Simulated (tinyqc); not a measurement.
MP2 on RHF in the 6-31g basis, for He, spin multiplicity 1, step by step. One step of it, computed by the program tinyqc.

Question. Iteration 4 (converged): orbitals. Diagonalise F' = X^T F X, C = X C', fill 1 alpha and 1 beta electrons from the bottom; D = 2 C_occ C_occ^T. Each column has its largest component positive (the first on a tie).

converged F (hartree), order 1He 1s, 1He 2s:
```
[[-0.549218, -1.000372],
 [-1.000372, -0.429150]]
```

X, order 1He 1s, 1He 2s:
```
[[1.169047, 0.553145],
 [-1.169047, 0.553145]]
```

Give: F' = X^T F X; orbital energies; coefficients C; D after iteration 4.

Answer.

F' = X^T F X (hartree):
```
[[1.3973, -0.0776],
 [-0.0776, -0.9115]]
```

orbital energies (hartree): [-0.9141, 1.3999]

coefficients C, order 1He 1s, 1He 2s:
```
[[0.5921, -1.1498],
 [0.5136, 1.1870]]
```

D after iteration 4, order 1He 1s, 1He 2s:
```
[[0.7011, 0.6082],
 [0.6082, 0.5275]]
```
